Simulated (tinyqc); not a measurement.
Inside a calculation. Method: coupled-perturbed Hartree-Fock on RHF in the 3-21g basis, for He, spin multiplicity 1. The polarisability along this axis is zero because the basis has no function that the field can mix in; the real value is not. One step of it, computed by the program tinyqc.

Question. Integrals over molecular orbitals. (pq|rs) = sum C_ip C_jq C_kr C_ls (ij|kl), one index at a time.

coefficients C:
```
,MO1,MO2
1He 1s,0.457919,1.157140
1He 2s,0.657278,-1.056716
```

core Hamiltonian H = T + V (hartree):
```
,1He 1s,1He 2s
1He 1s,-1.573565,-1.656343
1He 2s,-1.656343,-1.400640
```

Two-electron integrals (ij|kl) in chemists' order, unique and non-zero (hartree):
```
i,j,k,l,(ij|kl)
1,1,1,1,1.803255
2,1,1,1,0.876507
2,1,2,1,0.452077
2,2,1,1,0.917008
2,2,2,1,0.514678
2,2,2,2,0.698314
```

Give: one-electron integrals over orbitals h = C^T H C; Two-electron integrals over orbitals.

Answer.

one-electron integrals over orbitals h = C^T H C (hartree):
```
,1,2
1,-1.9321,-0.3192
2,-0.3192,0.3797
```

Two-electron integrals over orbitals (pq|rs), unique and non-zero (hartree):
```
p,q,r,s,(pq|rs)
1,1,1,1,1.0285
2,1,1,1,0.3192
2,1,2,1,0.2620
2,2,1,1,0.9820
2,2,2,1,0.3438
2,2,2,2,0.9983
```
